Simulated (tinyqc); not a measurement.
Inside a calculation. Model: geometry relaxation of a small cluster. Computed by tinyqc, a small Python program that keeps every step. Command: `OMP_NUM_THREADS=1 python tinyqc.py 3004970 3004971 out.jsonl relax walk`. One thread of a shared host (Intel(R) Xeon(R) Processor @ 2.30GHz), about 0.02 s of CPU time with the checks. Intermediate numbers are printed to about 5 digits and carried at full precision; extremes and crossings named in words are read from the listed rows.

E = sum_i {sum_j A exp(-p (r_ij/r0 - 1)) - xi sqrt(rho_i)}, rho_i = sum_j exp(-2 q (r_ij/r0 - 1)); the force on i is -sum_j w_ij (R_i - R_j)/r_ij with w_ij = -(2p/r0) A exp(-p (r_ij/r0 - 1)) + (xi q/r0) exp(-2 q (r_ij/r0 - 1)) (rho_i^(-1/2) + rho_j^(-1/2)).

Inputs (values chosen for the exercise, for model atoms):
```
quantity                 value           unit
length r0                 2.74       angstrom
repulsion A               0.12             eV
hopping xi                1.77             eV
decay p                    9.8              -
decay q                    2.3              -
step factor eta          0.027  angstrom^2/eV
largest number of steps    500              -
```

Potential: Gupta. Method: FIRE.

starting positions (angstrom):
```
            x      y      z
atom 1  -0.16  -0.14   -0.1
atom 2   2.58   0.08   0.04
atom 3   2.39   2.41   0.02
atom 4   0.32   2.44  -0.05
atom 5   1.38   1.39   1.77
atom 6   1.32   1.55   -1.7
```

## Energy and forces at the start

Evaluate E and the forces at the starting positions.

distances (angstrom): 1-2 2.7524, 1-3 3.6082, 1-4 2.6247, 1-5 2.8652, 1-6 2.7580, 2-3 2.3378, 2-4 3.2688, 2-5 2.4797, 2-6 2.6031, 3-4 2.0714, 3-5 2.2634, 3-6 2.2007, 4-5 2.3534, 4-6 2.1248, 5-6 3.4742

energy at the start = -16.836 eV

forces (eV/angstrom):
```
              x        y        z
atom 1   1.1642   0.8957   0.1219
atom 2  -0.3999  -1.5042  -0.2915
atom 3   8.8904   3.6727   1.0183
atom 4  -9.1927   2.3753   2.5046
atom 5  -0.8923  -1.7704   2.6156
atom 6   0.4303  -3.6691  -5.9690
```

## The first two steps

FIRE with unit mass: if F.v > 0, v = (1 - a) v + a |v| F/|F|, and after more than 5 such steps in a row dt = min(1.1 dt, 5 dt0), a = 0.99 a; else v = 0, a = 0.1, and dt = dt/2 (not at the first step). Then v = v + dt F, R(new) = R + dt v. dt0 = sqrt(eta), a = 0.1 at first. No atom moves more than 0.3 angstrom a step (the whole step is scaled). Stop when the largest force component is below 1e-5 eV/angstrom.

positions after step 1 (angstrom):
```
              x        y        z
atom 1  -0.1286  -0.1158  -0.0967
atom 2   2.5692   0.0394   0.0321
atom 3   2.6300   2.5092   0.0475
atom 4   0.0718   2.5041   0.0176
atom 5   1.3559   1.3422   1.8406
atom 6   1.3316   1.4509  -1.8612
```

energy after step 1 = -19.398 eV

positions after step 2 (angstrom):
```
              x        y        z
atom 1  -0.1204  -0.1084  -0.0962
atom 2   2.5635   0.0399   0.0304
atom 3   2.6297   2.5109   0.0464
atom 4   0.0723   2.5012   0.0178
atom 5   1.3536   1.3393   1.8379
atom 6   1.3313   1.4472  -1.8564
```

energy after step 2 = -19.431 eV

## All steps

The formulas are those given above.

Course of the relaxation:
```
step   E (eV)  largest force (eV/angstrom)  force calls
0     -16.836                   9.1927e+00            1
1     -19.398                   1.2137e+00            2
2     -19.431                   1.1673e+00            3
3     -19.491                   1.0664e+00            4
4     -19.564                   8.9488e-01            5
5     -19.633                   6.3182e-01            6
6     -19.677                   3.2760e-01            7
7     -19.684                   5.3330e-01            8
8     -19.685                   5.2115e-01            9
...       ...                          ...          ...
92    -19.734                   4.0104e-05           93
93    -19.734                   3.3287e-05           94
94    -19.734                   3.1511e-05           95
95    -19.734                   3.4446e-05           96
96    -19.734                   3.5311e-05           97
97    -19.734                   3.3186e-05           98
98    -19.734                   2.8575e-05           99
99    -19.734                   2.0468e-05          100
100   -19.734                   8.0998e-06          101
```

final positions (angstrom):
```
             x       y        z
atom 1  0.0284  0.0373  -0.0507
atom 2  2.5568  0.0117  -0.0241
atom 3  2.5816  2.5394   0.0440
atom 4  0.0532  2.5650   0.0174
atom 5  1.2857  1.2404   1.7840
atom 6  1.3243  1.3363  -1.7907
```

final energy = -19.734 eV

steps = 100

largest force at the end = 8.0998e-06 eV/angstrom

Converged in 100 steps.

## Curvatures at the end

Hessian at the final positions by central differences of the forces; six eigenvalues vanish (translations and rotations). Steepest descent is stable for eta below 2/lambda_max and contracts the softest mode by 1 - eta lambda_min a step.

non-zero eigenvalues (eV/angstrom^2): 3.357  3.357  3.441  3.442  3.442  7.313  7.313  7.313  12.851  12.851  12.851  20.080

condition number = 5.9809

largest stable eta = 0.099603 angstrom^2/eV

contraction of the softest mode = 0.90935

All are positive, so the end point is a minimum.

## Four methods from the same start

Steepest descent: R(new) = R + eta F. Conjugate gradient (Polak-Ribiere): d = F + beta d(old), beta = max(0, F.(F - F(old))/|F(old)|^2), d = F at first; step length from one secant, s = eta (F.d)/(F.d - F(R + eta d).d), replaced by eta if that is not positive; R(new) = R + s d. BFGS: R(new) = R + B F with the inverse Hessian B = eta 1 at first; with s = R(new) - R, y = F - F(new), rho = 1/(y.s): B(new) = (1 - rho s y^T) B (1 - rho y s^T) + rho s s^T, skipped if y.s is not positive. In this comparison each method may take up to 1500 steps.

Cost:
```
method              steps  force calls  final E (eV)  calls to reach 1e-2
steepest descent      115          116       -19.734                   44
conjugate gradient     13           27       -19.734                   17
BFGS                   26           27       -19.734                   14
FIRE                  100          101       -19.734                   41
```

In force calls the order is conjugate gradient (27), BFGS (27), FIRE (101), steepest descent (116). All that converged end at the same energy. Near the minimum steepest descent multiplies the slowest mode by 0.909 in size a step, 24 steps a decade of force, at a condition number of 6.0. It is the dearest here: the others use earlier steps to learn the curvature or to build momentum along soft directions.

Checks made by the program: forces against finite differences of E (relative difference 4e-10).
